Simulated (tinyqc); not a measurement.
Inside a calculation. Method: Hubbard chain of 4 sites. One step of it, computed by the program tinyqc.

Question. Mean-field iteration 1. H(up) = T + U n(down), H(down) = T + U n(up); fill the lowest levels; n(new) = n + mixing (n(out) - n); E = tr T (rho up + rho down) + U sum n_up n_down of the output.

one-body matrix (hopping and site energies) (eV):
```
           1          2          3          4
1   0.000000  -1.450000   0.000000   0.000000
2  -1.450000   0.000000  -1.450000   0.000000
3   0.000000  -1.450000   0.000000  -1.450000
4   0.000000   0.000000  -1.450000   0.000000
```

U = 7.800000 eV

electrons, up and down: 1  1

mixing = 0.200000

n(up) at the start (a guess, not normalised): 1 0.250000, 2 0.250000, 3 0.250000, 4 0.250000

n(down) at the start (a guess): 1 0.250000, 2 0.250000, 3 0.250000, 4 0.250000

Give: levels, up; levels, down; energy; n(up) after iteration 1; n(down) after iteration 1.

Answer.

levels, up (eV): -0.3961  1.0539  2.8461  4.2961

levels, down (eV): -0.3961  1.0539  2.8461  4.2961

energy = -2.3523 eV

n(up) after iteration 1: 1 0.2276, 2 0.2724, 3 0.2724, 4 0.2276

n(down) after iteration 1: 1 0.2276, 2 0.2724, 3 0.2724, 4 0.2276
